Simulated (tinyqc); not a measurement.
# Voltage drop against the pad pitch

A grid of 13 by 13 nodes with segments Rx (rows) and Ry (columns); every node draws I1 and the central node kh I1; pads with resistance Rp sit at the nodes whose row and column are multiples of the pitch, counting from 0. The drops u = Vdd - V follow from G u = i, with G the conductance matrix and i the load currents, solved directly.

Values chosen for this exercise: supply voltage Vdd = 0.9 V; resistance of a horizontal segment Rx = 1.3 ohm; resistance of a vertical segment Ry = 0.17 ohm; resistance from a pad node to the supply Rp = 0.16 ohm; factor on the load at the hot node kh = 5; load current of a node in the large grid I1 = 1.9 mA.

Voltage drop against the pad pitch:
```
pitch (nodes)	pads	worst drop (mV)	mean drop (mV)	largest drop at a pad (mV)	largest pad current (mA)	worst drop over Vdd (%)
1	169	0.79509	0.31120	0.79509	4.9693	0.088343
2	49	2.7063	1.8010	1.8067	11.292	0.30070
3	25	5.7074	4.2269	3.2660	20.413	0.63416
4	16	12.085	7.6640	4.4179	27.612	1.3428
6	9	21.138	16.460	9.4626	59.141	2.3486
12	4	78.787	59.327	13.148	82.175	8.7541
```

What does the comparison show?

The worst drop goes from 0.795 to 78.8 mV while the number of pads falls from 169 to 4; between the last two rows it goes as pitch^(1.90). The largest drop at a pad is 100 % of the worst drop in the first row and 16.7 % in the last; the rest falls along the wires.

tinyqc, about 0.08 s, one thread, Intel Xeon 2.30GHz (shared host): `OMP_NUM_THREADS=1 python tinyqc.py 2770128 2770129 out.jsonl`
